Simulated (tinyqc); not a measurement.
Inside a calculation. Model: transfer-length model of a contact.

Numbers from tinyqc (`OMP_NUM_THREADS=1 python tinyqc.py 2760068 2760069 out.jsonl`; about 0.01 s on one thread of a shared Intel Xeon 2.30GHz). Printed values are rounded.

A metal contact of length d and width W on a thin layer of the same width. The metal has no resistance, the sheet resistance under it equals Rsh, and current enters the layer at the front edge x = 0.

Parameters, values chosen for the exercise: contact length d = 0.47 um; contact width W = 10 um.

## Straight-line fit

```
gap,L (um),R_T (ohm)
1,1.1,63.523
2,1.8,85.254
3,3.1,125.46
4,5.4,196.83
```

Pairs of such contacts at gaps L have R_T = Rsh L/W + 2 Rc. The values of R_T were made from Rsh and rc with a random scatter of 0.2 % and are treated as data. Least squares: slope = sum (L - mean L)(R_T - mean R_T)/sum (L - mean L)^2, intercept = mean R_T - slope mean L. Rsh = slope W, Rc = intercept/2, and A = Rc/slope is half the distance from the origin to the zero of the line.

slope = 30.9972 ohm/um
intercept = 29.4248 ohm
Rsh = 309.972 ohm/sq
Rc = 14.7124 ohm
A = 0.474638 um

## Iteration 1: transfer length

Lt at the start = 0.474638 um

A = Lt coth(d/Lt) is solved for Lt, starting from Lt = A. Lt(new) = A tanh(d/Lt).

Lt after iteration 1 = 0.359519 um

## Iteration 2: transfer length

As before.

Lt after iteration 2 = 0.409893 um

## Course of the iteration

Stop when Lt changes by less than 1e-9 of itself, or after 40 iterations.

Course of the iteration:
```
iteration,Lt (um),relative change
1,0.359519,0.243
2,0.409893,0.140
3,0.387607,0.0544
4,0.397484,0.0255
5,0.393104,0.0110
6,0.395046,4.94e-3
7,0.394185,2.18e-3
8,0.394567,9.70e-4
9,0.394397,4.30e-4
...,...,...
17,0.394449,6.44e-7
18,0.394450,2.85e-7
19,0.394449,1.27e-7
20,0.394450,5.62e-8
21,0.394449,2.49e-8
22,0.394449,1.10e-8
23,0.394449,4.90e-9
24,0.394449,2.17e-9
25,0.394449,9.64e-10
```

Converged in 25 iterations. The plain step multiplies the error by -2x/sinh(2x) = -0.44, x = d/Lt.

## Contact resistivity

converged Lt = 0.394449 um

rc = Rsh Lt^2. Short cuts: Rsh A^2 (long contact, Lt = A) and Rc W d (short contact, even current).

rc = 4.82286e-7 ohm cm^2
Rsh A^2 = 6.98307e-7 ohm cm^2
Rc W d = 6.91484e-7 ohm cm^2

The extracted rc is 0.48 % above the value 4.8e-7 ohm cm^2 that made the data. The long-contact form is 45 % above the extracted value and the short-contact form 43 % above it; both can only overstate it.
